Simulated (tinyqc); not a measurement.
Pillar capacitor in an array: capacitance, non-linearity, leakage and relaxation: one step of the calculation.

A film between two metal electrodes, each interface adding a series capacitance ci. The small-signal permittivity is ek (1 + aq E^2); the field is found with the linear permittivity. Leakage J = J0 sinh(E/Ef). After a voltage step the film passes a relaxation current kr C V tt^(-nr), tt being the time in seconds. The sidewall is a coaxial capacitor with radii a = dm/2 and b = dm/2 + t, depth AR dm; the end face is left out.

Question. Cell capacitance, fields and time constant. Per length 1/c = ln(b/a)/(2 pi eps0 ek) + (1/a + 1/b)/(2 pi ci); cell capacitance c AR dm; per footprint over pt^2; fields c V/(2 pi eps0 ek r) at r = a and b; resistance of the inner electrode rho AR dm/(pi a^2); time constant R C/3 of the distributed line.

Values chosen for this exercise; permittivity of the order of that of zirconium oxide: relative permittivity of the film ek = 33.7; film thickness t = 20 nm; capacitance of each electrode interface (dead layer and screening) ci = 36 uF/cm^2; bias V = 0.7 V; diameter of the pillar dm = 130 nm; aspect ratio, depth over diameter AR = 10; pitch of the square array pt = 320 nm; resistivity of the inner electrode rho = 2000 uohm cm.

Constants: eps0 = 8.8541878128e-14 F/cm where lengths are in cm. Results are converted to the units shown.

Find: a; b; cell capacitance; capacitance per footprint; field at a; field at b; R; R C/3.

Answer.

a = 65.00 nm
b = 85.00 nm
cell capacitance = 8.382 fF
capacitance per footprint = 8.186 uF/cm^2
field at a = 0.3704 MV/cm
field at b = 0.2832 MV/cm
R = 1.959 kohm
R C/3 = 5.473 ps

The array gives 5.94 times the planar capacitance per footprint; curvature makes the field at the inner electrode 1.15 times the planar value.

Program tinyqc, `OMP_NUM_THREADS=1 python tinyqc.py 2102052 2102053 out.jsonl`; Intel Xeon 2.30GHz, shared host, one thread, about 0.01 s.
